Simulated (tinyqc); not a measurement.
# Resistance of a source-drain extension with a graded tip, step by step

tinyqc, about 0.03 s, one thread, Intel Xeon 2.30GHz (shared host): `OMP_NUM_THREADS=1 python tinyqc.py 2282286 2282287 out.jsonl` Printed values are rounded.

y runs along the channel, the gate covers y > 0. The doping is N0 for y < y0 and N0 10^(-(y - y0)/la) beyond, uniform over the depth xj. Sheet conductance s(y) = q mu(N) max(N - Nch, 0) xj + (for y > 0) ma Cox Vo, with mu(N) = u0 + (u1 - u0)/(1 + (N/Nr)^au) and Cox = eps0 eox/tox. Current is taken as one-dimensional; depletion of the tip, spreading and the contact are left out. The metallurgical junction lies at yj, where N = Nch.

Values chosen for this exercise; mobility law close to that of electrons in silicon:
```
symbol   value        unit                                                                 meaning
eox       8.76              relative permittivity of the gate insulator (close to aluminium oxide)
tox        3.1          nm                                                     insulator thickness
N0      8.6e19       cm^-3                        active doping of the extension far from the gate
la         5.8   nm/decade                                                      lateral abruptness
y0        -0.9          nm          position under the gate where the fall begins (gate edge at 0)
xj          15          nm                                                  depth of the extension
Nch     2.9e18       cm^-3                                                          channel doping
Vo         0.9           V                                                          gate overdrive
ma          94  cm^2/(V s)                                      mobility of the gate-induced layer
u1        1414  cm^2/(V s)                                                  mobility at low doping
u0        68.5  cm^2/(V s)                                                 mobility at high doping
Nr      9.2e16       cm^-3                                                        reference doping
au       0.711                                                                            exponent
Lg          45          nm                                                             gate length
```

Constants: q = 1.602176634e-19 C, eps0 = 8.8541878128e-14 F/cm where lengths are in cm. Results are converted to the units shown.

## Sheet resistances and junction position

yj = y0 + la log10(N0/Nch); sheet resistance of the full extension 1/[q mu(N0)(N0 - Nch) xj] and of the gate-induced layer 1/(ma Cox Vo); metallurgical length Lg - 2 yj; ye is where the doped and the gate-induced conductances are equal.

yj = 7.63818 nm
sheet resistance of the extension = 635.334 ohm/square
sheet resistance of the induced layer = 4724.31 ohm/square
metallurgical length = 29.7236 nm
ye = 4.34587 nm
N at ye = 1.07161e19 cm^-3

The gate takes over 3.29 nm before the junction, where N is still 3.70 times the channel doping.

## Resistance of the overlapped part

Midpoint rule on 10 equal steps from 0 to yj: R_ov = sum h/s(y), per width.

```
point    y (nm)   N (cm^-3)  doped conductance (uS)  sheet resistance (ohm/square)
0      0.381909  5.16987e19                 976.432                        841.678
1       1.14573  3.81757e19                 735.542                        1055.73
2       1.90955  2.81899e19                 553.584                        1306.75
3       2.67336  2.08162e19                 415.086                        1595.51
4       3.43718  1.53712e19                 308.543                        1922.29
5       4.20100  1.13505e19                 225.369                        2288.12
6       4.96482  8.38152e18                 159.126                        2696.89
7       5.72864  6.18914e18                 104.953                        3158.32
8       6.49246  4.57022e18                 59.1387                        3692.63
9       7.25627  3.37477e18                 18.8196                        4338.57
```

R_ov = 17.489 ohm um

The exact integral is 17.509 ohm um; the coarse sum is 0.12 % below it.
